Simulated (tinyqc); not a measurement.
# Changing the oxide field F

Model: bias-temperature instability from a Gaussian distribution of capture and emission barriers. Computed by tinyqc, a small Python program. Command: `OMP_NUM_THREADS=1 python tinyqc.py 3008168 3008169 out.jsonl bti sweep`. One thread of a shared host (Intel(R) Xeon(R) Processor @ 2.30GHz), about 0.02 s of CPU time with the checks.

Each trap has a capture time tau_0 exp(E_c/(k_B T)) under stress and an emission time tau_0 exp(E_e/(k_B T)) after it. E_c is Gaussian, and E_e = E_c + d with d Gaussian and independent. A trap counts as filled once t_s exceeds its capture time and as emptied once t_r exceeds its emission time.

Inputs (values chosen for the exercise, for a model p-channel transistor):
```
quantity                                 value        unit
shift with all traps filled V_max          230          mV
mean capture barrier at zero field mu_c   1.98          eV
spread of capture barriers sigma_c        0.37          eV
lowering of mu_c per field k_F           0.045  eV/(MV/cm)
time constant tau_0                      1e-10           s
temperature T                              175           C
stress time t_s                             40           s
failure criterion                           50          mV
```

Constants: k_B = 8.617333262e-05 eV/K.

Method:
- Demarcation energies E_s = k_B T ln(t_s/tau_0), E_r = k_B T ln(t_r/tau_0); mean barrier mu = mu_c - k_F F; z = (E_s - mu)/sigma_c; Phi is the standard normal distribution.
- Temperatures in kelvin are T(C) + 273.15.
- Shift without recovery dV0 = V_max Phi(z); local time exponent n = d ln dV0/d ln t_s = (k_B T/sigma_c) exp(-z^2/2)/(sqrt(2 pi) Phi(z)); apparent activation energy n E_s.
- Solve V_max Phi(z) = criterion for t_s; the power-law extrapolation from the stress point is t_s (criterion/dV0)^(1/n); 1 year = 3.15576e7 s.

One run for each value:
```
oxide field F (MV/cm)  shift without recovery dV0 (mV)  time exponent n  log10 of the lifetime in s       z
3                                                 3.21           0.2661                       7.499  -2.198
4                                                 4.35           0.2548                       6.993  -2.077
5                                                 5.82           0.2435                       6.486  -1.955
6                                                 7.68           0.2324                       5.980  -1.833
7                                                10.00           0.2213                       5.474  -1.712
8                                                12.86           0.2104                       4.968  -1.590
9                                                16.33           0.1995                       4.462  -1.468
10                                               20.48           0.1889                       3.956  -1.347
```

What does the table show, and why?

Over the rows, shift without recovery dV0 (mV) rises from 3.21 to 20.5 (exponent d ln y / d ln x 1.1 between the first rows and 2.1 between the last); time exponent n falls from 0.266 to 0.189 (exponent d ln y / d ln x -0.15 between the first rows and -0.52 between the last); log10 of the lifetime in s falls from 7.50 to 3.96. The lifetime is exactly exponential in the field, 0.51 decades per MV/cm; the shift at fixed time follows the Gaussian tail and grows ever more slowly on a logarithmic scale.
